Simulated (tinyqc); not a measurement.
MOSFET in the linear regime without short-channel effects, parameter extraction from computed curves: two steps of the calculation.

Inversion charge Q = Cox n Vt W0(exp((Vg - VT)/(n Vt))), W0 the Lambert function and n = nf; u = Q/Cox; mobility mu = mu0/(1 + th1 u + th2 u^2); channel resistance Rch = (L - dL)/(W mu Q); Id = Vd/(Rch + Rsd/W). Cox = eps0 eox/tox. Small Vd, no channel-length or drain effects.

Inputs (values chosen for the exercise); channel values of the order met in silicon transistors:
- eox = 8.78 (relative permittivity of the gate insulator (close to aluminium oxide))
- tox = 3.2 nm (insulator thickness)
- mu0 = 240 cm^2/(V s) (low-field mobility)
- th2 = 0.27 1/V^2 (second mobility attenuation factor)
- VT = 0.52 V (threshold voltage)
- W = 1 um (gate width)
- L = 0.39 um (drawn gate length)
- dL = 0.018 um (drawn less effective length)
- Vd = 0.025 V (drain voltage)

Constants: eps0 = 8.8541878128e-14 F/cm where lengths are in cm. Results are converted to the units shown.

Task 1. Threshold and mobility at the peak transconductance. gm_i = (Id_(i+1) - Id_(i-1))/(Vg_(i+1) - Vg_(i-1)); at the point j of largest gm the tangent meets the axis at V_ext = Vg_j - Id_j/gm_j; field-effect mobility gm_j L/(W Cox Vd) with the drawn L.

```
point,Vg (V),Id (uA)
0,0.36,4.9010408e-10
1,0.44,1.2313540e-5
2,0.52,0.17524931
3,0.6,2.4432196
4,0.68,5.1598087
5,0.76,7.8165670
6,0.84,10.337979
7,0.92,12.696047
8,1,14.878004
9,1.08,16.878888
10,1.16,18.698750
```

Wanted: gm; j; V_ext; field-effect mobility.

Result 1.

```
point,gm (uS)
1,1.095
2,15.27
3,31.15
4,33.58
5,32.36
6,30.50
7,28.38
8,26.14
9,23.88
```

j = 4
V_ext = 0.5264 V
field-effect mobility = 215.7 cm^2/(V s)

V_ext is 6.4 mV above the model VT, and the mobility so found is 14 % below mu0 L/(L - dL) = 252 cm^2/(V s), the value for the drawn L; attenuation, series resistance and the slow approach of Q to a straight line all lower the peak gm.

Task 2. The Y function. Y_i = Id_i/sqrt(gm_i). For Id = beta Vd x/(1 + th x), x = Vg - VT, Y = sqrt(beta Vd) x whatever th. Slope s from points 6 and 9; VT_Y = Vg - Y/s at point 9; beta = s^2/Vd; mobility beta L/(W Cox) with the drawn L; th* = (beta Vd x/Id - 1)/x at point 9.

```
point,Vg (V),Id (uA)
0,0.36,4.9010408e-10
1,0.44,1.2313540e-5
2,0.52,0.17524931
3,0.6,2.4432196
4,0.68,5.1598087
5,0.76,7.8165670
6,0.84,10.337979
7,0.92,12.696047
8,1,14.878004
9,1.08,16.878888
10,1.16,18.698750
```

```
point,gm (uS)
1,1.0953082
2,15.270046
3,31.153496
4,33.583421
5,32.363563
6,30.496753
7,28.375160
8,26.142753
9,23.879662
```

Find: Y; s; VT_Y; beta; mobility from Y; th*.

Result 2.

```
point,Y (uA^0.5 V^0.5)
1,1.1766e-5
2,0.044847
3,0.43773
4,0.89037
5,1.3740
6,1.8720
7,2.3834
8,2.9098
9,3.4541
```

s = 6.5919 uA^0.5 V^-0.5
VT_Y = 0.55601 V
beta = 1738.1 uA/V^2
mobility from Y = 279.03 cm^2/(V s)
th* = 0.66594 1/V

The mobility from Y is 11 % above mu0 L/(L - dL) = 252 cm^2/(V s), which it should reach in deep inversion when th2 = 0.

Program tinyqc, `OMP_NUM_THREADS=1 python tinyqc.py 2210048 2210049 out.jsonl`; Intel Xeon 2.30GHz, shared host, one thread, about 0.01 s.
